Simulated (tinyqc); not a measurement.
Recursion (Haydock) method for the local density of states: impurity site of a square lattice: sweeps and comparisons. A value that a table varies takes the place of the one given here.

One orbital a site at energy 0, hopping -t to the 4 nearest neighbours of a square lattice; the start u0 is a site in the bulk, with energy V. Recursion: a_n = <u_n|H|u_n>, b_(n+1) u_(n+1) = (H - a_n) u_n - b_n u_(n-1), b > 0. G(z) = 1/(z - a0 - b1^2/(z - a1 - b2^2/(...))), z = E + i eta. After n levels the tail is b_n^2 T with the square-root terminator T = (z - sqrt(z - 2b) sqrt(z + 2b))/(2 b^2), b = 2t so that the band edges lie at -/+ 4t.

Reference: the closed form for a chain (bulk 1/sqrt(z^2 - 4t^2), end site (z - sqrt(z^2 - 4t^2))/(2t^2)), averaged over 400 points (j + 1/2) pi/400 in each remaining direction with z shifted by 2t cos k, then G/(1 - V G).

Parameters, chosen for this exercise:

| symbol | value | unit | meaning |
|---|---|---|---|
| t | 1.24 | eV | hopping |
| V | -5.5 | eV | shift of the starting site |
| eta | 0.062 | eV | broadening |
| n | 5 |  | levels kept |
| E | -2.65 | eV | energy |

## How many levels, and whether to terminate

Energies as fractions of the half width 4t.

Density (1/eV):

| fraction | E (eV) | 2 levels | 4 levels | 7 levels | 7, no terminator | reference |
|---|---|---|---|---|---|---|
| -1.10 | -5.456 | 0.0117 | 0.0117 | 0.0117 | 0.0116 | 0.0117 |
| -0.90 | -4.464 | 0.0420 | 0.0407 | 0.0400 | 0.1120 | 0.0400 |
| -0.60 | -2.976 | 0.0409 | 0.0409 | 0.0403 | 0.1492 | 0.0403 |
| -0.35 | -1.736 | 0.0298 | 0.0332 | 0.0337 | 0.0036 | 0.0329 |
| -0.15 | -0.744 | 0.0227 | 0.0226 | 0.0237 | 0.0252 | 0.0249 |
| 0.00 | 0.000 | 0.0188 | 0.0172 | 0.0161 | 0.0021 | 0.0134 |
| 0.15 | 0.744 | 0.0159 | 0.0142 | 0.0134 | 0.0020 | 0.0140 |
| 0.35 | 1.736 | 0.0131 | 0.0127 | 0.0136 | 0.0071 | 0.0134 |
| 0.60 | 2.976 | 0.0109 | 0.0122 | 0.0115 | 0.0029 | 0.0117 |
| 0.90 | 4.464 | 0.0088 | 0.0079 | 0.0079 | 0.0061 | 0.0081 |
| 1.10 | 5.456 | 0.0005 | 0.0005 | 0.0005 | 0.0004 | 0.0005 |

How do the results move?

Largest errors against the reference: 0.0054 (2 levels), 0.0038 (4), 0.0027 (7) and 0.109 without terminator, which leaves seven broadened spikes in place of a band. With seven levels the error is largest at E = 0.00 eV, at or next to a van Hove point of the lattice, which makes the b_n oscillate and converges last.

## Bound state above the band

A level solves G0(E) = 1/V for E above the band, G0 being the fraction for V = 0 with m levels and terminator; a dash: none.

Level (eV):

| V/t | V (eV) | 3 levels | 7 levels |
|---|---|---|---|
| 0.5 | 0.620 | - | - |
| 1.0 | 1.240 | - | - |
| 2.0 | 2.480 | 5.0125 | 5.0295 |
| 3.0 | 3.720 | 5.4654 | 5.4709 |
| 3.5 | 4.340 | 5.8300 | 5.8326 |
| 4.0 | 4.960 | 6.2557 | 6.2569 |
| 4.5 | 5.580 | 6.7247 | 6.7253 |
| 6.0 | 7.440 | 8.2869 | 8.2870 |
| 8.0 | 9.920 | 10.5491 | 10.5491 |

threshold V/t with 7 levels = 1.272

What can be read from the table?

In two dimensions G0 diverges logarithmically and any V binds, but a fraction with a square-root tail has a finite edge value and sets a false threshold, V/t = 1.27 with 7 levels; well above it the levels are sound. At V = 8t three and seven levels give 10.5491 and 10.5491 eV.

## What each setting does

G at z = E + i eta with n levels and terminator. Each row changes one parameter from the base and keeps the others.

Results:

| case | Re G (1/eV) | density (1/eV) |
|---|---|---|
| base | 0.1931 | 0.0389 |
| t = 1.364 eV | 0.1837 | 0.0424 |
| V = -5 eV | 0.2036 | 0.0474 |
| n = 6 | 0.1961 | 0.0377 |
| E = -2.4 eV | 0.1915 | 0.0382 |
| eta = 0.124 eV | 0.1926 | 0.0391 |

What can be read from the table?

The largest shifts from the base row, up to three for each result and ties (the steps differ in size, so this ranks the rows, not the parameters). Re G (1/eV): V +0.0105, t -0.0093, n +0.0030. density (1/eV): V +0.0085, t +0.0035, n -0.0012.

Run: tinyqc, `OMP_NUM_THREADS=1 python tinyqc.py 1450756 1450757 out.jsonl`; Intel(R) Xeon(R) Processor @ 2.30GHz, one thread, shared host; about 0.01 s of CPU time with all checks.
